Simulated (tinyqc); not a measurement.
Rapid thermal processing of a wafer: radiative balance, ramp and cooling, pattern effects, pyrometer error and spike budget: one step, computed by the program tinyqc. Command: `OMP_NUM_THREADS=1 python tinyqc.py 3113116 3113117 out.jsonl rtp walk`. One thread of a shared host (Intel(R) Xeon(R) Processor @ 2.30GHz), about 0.04 s of CPU time with the checks.

The wafer is opaque and uniform through its thickness unless said otherwise; temperatures in formulas are in kelvin (C + 273.15). sigma = 5.670374419e-12 W/(cm^2 K^4).

Problem. Power to hold and to ramp. Effective emissivity between parallel grey plates: eps_eff = 1/(1/eps + 1/(1 - r) - 1). Loss per area q(T) = 2 eps_eff sigma (T^4 - T_w^4) + h (T - T_w). Absorbed power during a ramp = q(T) + C d x ramp rate; thermal time constant tau = C d/(dq/dT), dq/dT = 8 eps_eff sigma T^3 + h; natural cooling rate q/(C d); front-to-back difference under one-sided heating at the end of the ramp = (absorbed power) d/(2 k).

Inputs (values chosen for the exercise, modelled on a hot silicon wafer):

| quantity | value | unit |
|---|---|---|
| wafer thickness d | 775 | micrometre |
| heat capacity per volume C | 2.14 | J/(cm^3 K) |
| thermal conductivity k | 0.29 | W/(cm K) |
| emissivity eps of each face | 0.69 | - |
| reflectivity of the chamber walls r | 0.85 | - |
| gas heat-transfer coefficient h, both faces together | 3.3 | mW/(cm^2 K) |
| wall temperature T_w | 300 | K |
| process temperature | 816 | C |
| ramp rate | 37 | K/s |

Give: eps_eff; holding power q; power at the end of the ramp; dq/dT; time constant tau; natural cooling rate; front-to-back difference.

Solution.

eps_eff = 0.1405

holding power q = 4.834 W/cm^2

power at the end of the ramp = 10.97 W/cm^2

dq/dT = 11.54 mW/(cm^2 K)

time constant tau = 14.38 s

natural cooling rate = 29.15 K/s

front-to-back difference = 1.466 K

Radiation carries 46 % of the loss. The ramp needs 2.3 times the holding power.
